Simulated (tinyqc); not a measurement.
## Interface states from two metals

Inverse problem. Schottky barriers follow phi = S (pM - chi) + (1 - S) E0, S = 1/(1 + q Ds dl/(eps0 ei)). Find S, E0 and Ds.

Parameters, values chosen for the exercise; material values close to those of 4H silicon carbide:
- chi = 3.62 eV (electron affinity)
- dl = 0.36 nm (thickness of the interface layer)
- ei = 3.4 (its relative permittivity)

Constants: q = 1.602176634e-19 C, eps0 = 8.8541878128e-14 F/cm where lengths are in cm. Results are converted to the units shown.

phi for pM = 4.2 and 5.21 eV (eV): [1.0814316, 1.8116272]

Answer. The slope is S, and either point then gives E0.

S = 0.7230
E0 = 2.390 eV
Ds = 2.000e13 cm^-2 eV^-1

Program tinyqc, `OMP_NUM_THREADS=1 python tinyqc.py 2430167 2430168 out.jsonl`; Intel Xeon 2.30GHz, shared host, one thread, about 0.01 s.
